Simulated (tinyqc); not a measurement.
# Inductance and parasitic capacitance from two readings

Question. A loss-free coil L in parallel with C shows the apparent inductance L/(1 - w^2 L C), w = 2 pi f. Find L, C and the self-resonance 1/(2 pi sqrt(L C)).

apparent inductance at 14 and 29 GHz (nH): 0.58635966  1.1558826

Answer. The inverse of the reading is 1/L - w^2 C, a straight line in w^2.

L = 0.5100 nH
C = 33.00 fF
self-resonance = 38.80 GHz

Computed by the program tinyqc: `OMP_NUM_THREADS=1 python tinyqc.py 2302026 2302027 out.jsonl`, one thread of a shared Intel Xeon 2.30GHz, about 0.01 s for the whole run.
